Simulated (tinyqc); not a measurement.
Chemical vapour deposition: Grove model, boundary layer, depletion and step coverage: one step, computed by the program tinyqc.

A precursor diffuses to the surface and reacts there at first order; each molecule that reacts adds one formula unit of film.

Task: Uniformity across a wafer. Between two wafers the gas diffuses inward and reacts on both faces: (D/r) d/dr (r dC/dr) = 2 k_s C/s, so C(r)/C_g = I0(phi r/R)/I0(phi) with phi^2 = 2 k_s R^2/(s D); G(r) = k_s C(r)/N, 1 cm/s = 6e8 nm/min; the mean over the wafer is eta = 2 I1(phi)/(phi I0(phi)).

Inputs (values chosen for the exercise, close to those used for polysilicon from silane):
```
quantity,value,unit
temperature T,660,C
film density N,5e+22,formula units/cm^3
wafer radius R,15,cm
wafer spacing s,0.41,cm
```

Reactor: wafer stack, low pressure.

surface rate constant k_s = 0.4655471 cm/s

gas diffusivity D = 11674.86 cm^2/s

precursor density C_g = 1.042069e+14 1/cm^3

Give: Thiele modulus phi; growth rate G at the edge; rate at the centre over rate at the edge; effectiveness eta.

Result:

Thiele modulus phi = 0.2092

growth rate G at the edge = 0.5822 nm/min

rate at the centre over rate at the edge = 0.9891

effectiveness eta = 0.9946

The centre lags the edge by 1.1 %; for small phi the lag is phi^2/4 = 1.1 %. Caution: the mean free path 3D/c is comparable with or larger than the wafer spacing, where wall collisions cap D near (2s) c/3 and the lag is larger than computed.
